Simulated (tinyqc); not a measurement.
Comparisons within one model: interface roughness in a thin film (subband fluctuation and scattering). A value that a table varies takes the place of the one given here.

Square well of width t, barriers V0, c = hbar^2/2m0: E1 solves k t + 2 atan[(k/mz)/(kappa/mb)] = pi, k = sqrt(mz E/c), kappa = sqrt(mb (V0 - E)/c). One interface is rough, so the subband edge fluctuates by G dt with G = |dE1/dt| (central difference of 0.01 angstrom; 2 E1/t for hard walls).

Gaussian roughness spectrum S(q) = pi D^2 Lc^2 exp(-q^2 Lc^2/4). Degenerate gas, taken to fill one subband (the second starts to fill once c kF^2/md exceeds E2 - E1, which is not tested here): kF = sqrt(2 pi Ns/gv), q = 2 kF sin(theta/2), 1/tau = (md/(2 pi c hbar)) G^2 times the integral from 0 to pi of S(q)(1 - cos theta)/eps(q)^2 dtheta, eps(q) = 1 + qs/q with screening (qs = gv md q0/(c eps), q0 = e^2/(4 pi eps0), form factors left out, which overstates the screening; other scattering is left out too, so these values lie far above measured mobilities in all but the thinnest films) or 1 without; mobility = tau c2/md with c2 = e/m0 = 1.75882e15 cm^2/(V s^2); 1e12/cm^2 = 1e-4/angstrom^2.

Constants: hbar^2/2m0 = 3.80998211 eV angstrom^2; hbar = 6.58211957e-16 eV s; e^2/(4 pi eps0) = 14.39964547 eV angstrom.

Values chosen for the exercise (near those of a thin Si channel on (100), two-fold valleys; the results hold for these values, not for the real material): mz = 0.892 m0 (confinement mass); V0 = 3.13 eV (barrier); mb = 0.53 m0 (barrier mass); md = 0.194 m0 (mass in the plane); gv = 2 (valleys); D = 1.9 angstrom (rms height of the roughness); Lc = 52 angstrom (correlation length); Ns = 1.2 x 1e12/cm^2 (sheet density); eps = 7.5 (mean dielectric constant at the channel); ts = (12, 15, 19, 22, 28, 35, 46) angstrom (thicknesses); t = 22 angstrom (film thickness); Ll = (5, 10, 16, 25, 40, 65, 100) angstrom (correlation lengths).

## The sixth-power law

Screened mobility against thickness for the finite barrier and for hard walls.

Results:

| t (angstrom) | E1 (meV) | G (meV/angstrom) | mobility (cm^2/(V s)) | the same, hard walls |
|---|---|---|---|---|
| 12 | 220.1 | 31.613 | 817 | 343 |
| 15 | 148.9 | 17.638 | 2.62e+03 | 1.31e+03 |
| 19 | 97.3 | 9.329 | 9.38e+03 | 5.40e+03 |
| 22 | 74.3 | 6.236 | 2.10e+04 | 1.30e+04 |
| 28 | 47.4 | 3.181 | 8.06e+04 | 5.53e+04 |
| 35 | 31.1 | 1.690 | 2.86e+05 | 2.11e+05 |
| 46 | 18.4 | 0.772 | 1.37e+06 | 1.09e+06 |

What can be read from the table?

With hard walls G goes as 1/t^3 and the mobility as t^6. With the finite barrier the local exponent is 5.23 at the thin end and 5.74 at the thick end, since the envelope leaks out and softens the dependence. The least value is 817 cm^2/(V s). The gate field, which also presses carriers to the interface, is left out. Below about 20 angstrom the effective-mass picture is itself doubtful. Up to t = 28 angstrom G D exceeds half of EF - E1, where the Born rate fails.

## Correlation length

Fixed D; bare and screened mobility.

Results:

| Lc (angstrom) | kF Lc | bare mobility (cm^2/(V s)) | screened mobility (cm^2/(V s)) |
|---|---|---|---|
| 5 | 0.10 | 2.14e+04 | 1.01e+06 |
| 10 | 0.19 | 5.47e+03 | 2.58e+05 |
| 16 | 0.31 | 2.23e+03 | 1.06e+05 |
| 25 | 0.49 | 1.01e+03 | 4.85e+04 |
| 40 | 0.78 | 516 | 2.55e+04 |
| 65 | 1.26 | 380 | 2.09e+04 |
| 100 | 1.94 | 516 | 3.93e+04 |

What can be read from the table?

The bare mobility is lowest at Lc = 65 angstrom of those listed (kF Lc = 1.26). The screened mobility is lowest at Lc = 65 angstrom of those listed (kF Lc = 1.26). Short roughness averages out (mobility as 1/Lc^2; the first two rows give exponent -1.97), and long roughness deflects only by small angles (bare mobility rising as Lc; the last two rows give 0.71).

## What each parameter does

G, G D, and the screened mobility. Each row changes one parameter from the base and keeps the others.

Results:

| case | G (meV/angstrom) | G D (meV) | mobility (cm^2/(V s)) |
|---|---|---|---|
| base | 6.236 | 11.85 | 2.099e+04 |
| t = 28 angstrom | 3.181 | 6.04 | 8.064e+04 |
| D = 2.47 angstrom | 6.236 | 15.40 | 1.242e+04 |
| Lc = 60 angstrom | 6.236 | 11.85 | 2.047e+04 |
| Ns = 1.92 x 1e12/cm^2 | 6.236 | 11.85 | 2.260e+04 |
| mz = 1.026 m0 | 5.588 | 10.62 | 2.614e+04 |
| md = 0.223 m0 | 6.236 | 11.85 | 2.019e+04 |
| V0 = 2.19 eV | 5.957 | 11.32 | 2.300e+04 |
| eps = 9 | 6.236 | 11.85 | 1.544e+04 |

How do the results move?

The largest shifts from the base row, up to three for each result and ties (the steps differ in size, so this ranks the rows, not the parameters). G (meV/angstrom): t -3.055, mz -0.648, V0 -0.279; unchanged at the printed digits by D, Lc, Ns, md and eps. G D (meV): t -5.80, D +3.55, mz -1.23; unchanged at the printed digits by Lc, Ns, md and eps. mobility (cm^2/(V s)): t +5.97e+04, D -8.57e+03, eps -5.54e+03. In the base case G D is 1.6 times EF - E1 = 7.4 meV: the fluctuation exceeds the Fermi energy, so the Born rate for a uniform gas is not to be trusted.

(tinyqc, `OMP_NUM_THREADS=1 python tinyqc.py 1251519 1251520 out.jsonl`, Intel(R) Xeon(R) Processor @ 2.30GHz, 1 thread, shared host, about 0.01 s.)
